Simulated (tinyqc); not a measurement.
From results back to parameters: Wannier exciton and Elliott formula. Two cases, with inputs chosen for the exercise.

Problem. Bulk exciton lines lie at Eg - Ry*/n^2 with Ry* = Ry mu/eps^2. Lines n = 1 and 3 were computed from hidden Eg and mu.

Constants: Ry = 13.60569312 eV; a0 (Bohr radius) = 0.5291772105 angstrom.
Find: Ry*; Eg; mu; a* = a0 eps/mu.

Method. The spacing is Ry* (1/1 - 1/9).

Case 1.

Values chosen (out of a larger set: near those of InGaAs; not measured data): eps = 13.4 (dielectric constant).

lines (eV): 0.790708  0.792745

Solution.

Ry* = 2.29 meV
Eg = 0.7930 eV
mu = 0.030 m0
a* = a0 eps/mu = 234 angstrom

Case 2.

Values chosen (out of a larger set: near those of InP; not measured data): eps = 12.5 (dielectric constant).

lines (eV): 1.395606  1.400401

Solution.

Ry* = 5.39 meV
Eg = 1.4010 eV
mu = 0.062 m0
a* = a0 eps/mu = 107 angstrom

Computed by tinyqc, one run a case: `OMP_NUM_THREADS=1 python tinyqc.py N N+1 out.jsonl` with N = 1280725, 1280901; one thread of a shared Intel(R) Xeon(R) Processor @ 2.30GHz, about 0.02 s a run at most.
